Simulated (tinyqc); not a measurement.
On-chip interconnect, size-dependent resistivity and RC delay: two steps of the calculation.

A rectangular line between two neighbours and two ground planes. Surface and grain-boundary scattering are added to the bulk resistivity as corrections; capacitances are parallel-plate values without fringing; inductance is ignored.

Values chosen for this exercise; metal values close to those of aluminium:

| symbol | value | unit | meaning |
|---|---|---|---|
| rho0 | 2.69 | uohm cm | bulk resistivity |
| lam | 18.9 | nm | bulk mean free path |
| ps | 0 |  | specular share of surface scattering |
| Rg | 0.25 |  | reflection coefficient of grain boundaries |
| gr | 1.5 |  | grain size over the metal width |
| wd | 33 | nm | drawn line width |
| AR | 1.7 |  | aspect ratio, height over width |
| tl | 2.4 | nm | liner on both walls and the bottom, not conducting |
| sp | 50 | nm | space to the neighbouring lines |
| hd | 66 | nm | dielectric height to the planes above and below |
| ek | 2.5 |  | relative permittivity of the dielectric |
| Mf | 0 |  | Miller factor of the neighbours |
| Lw | 48 | um | line length |
| Rd | 700 | ohm | driver resistance |
| Cl | 1.9 | fF | load capacitance |

Constants: eps0 = 8.8541878128e-12 F/m. Results are converted to the units shown.

Question 1. Resistivity, resistance and capacitance per length. Metal width x = wd - 2 tl, height y = AR wd - tl; grain boundaries (Mayadas-Shatzkes): al = (lam/(gr x)) Rg/(1 - Rg), g = 1/[1 - 3 al/2 + 3 al^2 - 3 al^3 ln(1 + 1/al)] - 1; surfaces (Fuchs-Sondheimer, thick limit): s = (3/8) lam (1 - ps)(1/x + 1/y); rho = rho0 (1 + g + s); r = rho/(x y); c = eps0 ek (2 wd/hd + 2 Mf AR wd/sp).

Find: x; y; al; g; s; rho; r; c.

Answer 1.

x = 28.20 nm
y = 53.70 nm
al = 0.1489
g = 0.2152
s = 0.3833
rho = 4.300 uohm cm
r = 28.40 ohm/um
c = 0.02214 fF/um

Question 2. Ladder and Elmore delays. 4 equal pi sections: series Rs = r Lw/4; node capacitances c Lw/4, halved at nodes 0 and 4, with Cl added to node 4; Rd feeds node 0. Elmore delay of node k: the sum, over the resistors on the path to k, of resistance times all capacitance downstream of it.

r = 28.395661 ohm/um
c = 0.022135470 fF/um

Give: Rs; C; Elmore delay.

Answer 2.

Rs = 340.75 ohm

```
node	C (fF)	Elmore delay (ps)
0	0.13281	2.0738
1	0.26563	3.0380
2	0.26563	3.9117
3	0.26563	4.6949
4	2.0328	5.3875
```

The far-end value equals Rd (c Lw + Cl) + r Lw (c Lw/2 + Cl) for any number of pi sections; the line resistance contributes 61.5 % of it.

tinyqc, about 0.01 s, one thread, Intel Xeon 2.30GHz (shared host): `OMP_NUM_THREADS=1 python tinyqc.py 2100023 2100024 out.jsonl`
